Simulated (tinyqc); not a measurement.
Doping the contact: Schottky barrier with interface states (Cowley-Sze model), image lowering and contact resistance. Computed by tinyqc, a small Python program. Command: `OMP_NUM_THREADS=1 python tinyqc.py 3000399 3000400 out.jsonl pinning walk`. One thread of a shared host (Intel(R) Xeon(R) Processor @ 2.30GHz), about 0.01 s of CPU time with the checks.

An n-type semiconductor under a metal. The barrier lies between the Schottky-Mott limit phi_M - chi and the Bardeen limit E_g - E_n, E_n being the neutrality level of the interface states; the space-charge term of the full Cowley-Sze expression is left out.

Inputs (values chosen for the exercise, with gap, mass and screening modelled on CdTe): gap E_g = 1.52 eV; electron affinity chi = 4.25 eV; metal work function phi_M = 4.47 eV; neutrality level E_n above the valence band = 0.346 eV; interface-state density D = 2e+14 cm^-2 eV^-1; dipole layer thickness delta = 0.41 nm; dipole layer constant eps_i = 1; dielectric constant eps_s = 10.4; electron mass m_e = 0.0958 m_0; valleys M_c = 1; temperature T = 350 K.

Pinning factor from: interface states.

Constants: e = 1.602176634e-19 C; eps_0 = 8.8541878128e-12 F/m; k_B = 8.617333262e-05 eV/K; hbar = 1.054571817e-34 J s; m_0 = 9.1093837015e-31 kg; k_B = 1.380649e-23 J/K; h = 6.62607015e-34 J s.

Method:
- S = 1/(1 + e^2 D delta/(eps_i eps_0)); for D per eV, e^2 D is the number e x D in SI units, with 1 cm^-2 = 1e4 m^-2.
- phi_B = S (phi_M - chi) + (1 - S)(E_g - E_n); the hole barrier is E_g - phi_B.
- A* = 4 pi e m_e M_c k_B^2/h^3 (a simple valley count); J_s = A* T^2 exp(-phi/k_B T).
- E_00 = (e hbar/2) sqrt(N/(m_e eps_s eps_0)), E_0 = E_00 coth(E_00/k_B T); scaling form of the contact resistivity rho_c = (k_B/(e A* T)) exp(phi_B/E_0), which is the thermionic result when E_00 << k_B T and keeps only the leading exponential of tunnelling when E_00 >> k_B T; image lowering is left out of it.
- Regimes: thermionic below E_00/k_B T = 0.5, field emission above 5.

barrier phi_B = 1.11377 eV

Against doping:
```
N (cm^-3)  1e10/sqrt(N)  E_00/k_B T  rho_c (ohm cm^2)                     regime
1.00e+16     1.0000e+02  6.1672e-02        2.2251e+08        thermionic emission
1.00e+17     3.1623e+01  1.9502e-01        1.4702e+08        thermionic emission
1.00e+18     1.0000e+01  6.1672e-01        4.0038e+06  thermionic-field emission
3.00e+18     5.7735e+00  1.0682e+00        1.4881e+04  thermionic-field emission
1.00e+19     3.1623e+00  1.9502e+00        1.6879e+00  thermionic-field emission
3.00e+19     1.8257e+00  3.3779e+00        1.1664e-03  thermionic-field emission
1.00e+20     1.0000e+00  6.1672e+00        8.5225e-06             field emission
3.00e+20     5.7735e-01  1.0682e+01        6.7843e-07             field emission
1.00e+21     3.1623e-01  1.9502e+01        1.4206e-07             field emission
```

What follows from these numbers?

Over the thermionic rows rho_c changes by a factor 1.5 only, and then it falls fast, by 15.2 decades in all; in field emission ln rho_c is linear in 1/sqrt(N). It stays above 1e-7 ohm cm^2 at every listed doping.
